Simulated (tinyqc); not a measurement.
Hopping conduction between localised states: one step, computed by the program tinyqc.

Energies are counted from the Fermi level. A small network shows the mechanism; the laws of an infinite system follow.

Task: Critical path. Critical exponent s_c: the smallest value such that bonds with s_ij <= s_c connect site 1 with site 7.

Inputs (values chosen for the exercise, for a model impurity band): temperature T = 14 K.

Dimension: 3D.

s_ij:
```
          1         2         3         4         5         6         7
1   0.00000  10.34853   6.70501  12.33461  20.79965  19.80607  17.60095
2  10.34853   0.00000  10.43822  12.91771  23.92364  18.65104  20.79286
3   6.70501  10.43822   0.00000   6.74239  15.19943  14.05481  11.91974
4  12.33461  12.91771   6.74239   0.00000  14.92238  11.12140  11.53278
5  20.79965  23.92364  15.19943  14.92238   0.00000  19.24698  16.71684
6  19.80607  18.65104  14.05481  11.12140  19.24698   0.00000   7.88933
7  17.60095  20.79286  11.91974  11.53278  16.71684   7.88933   0.00000
```

Give: critical exponent s_c.

Result:

critical exponent s_c = 11.12
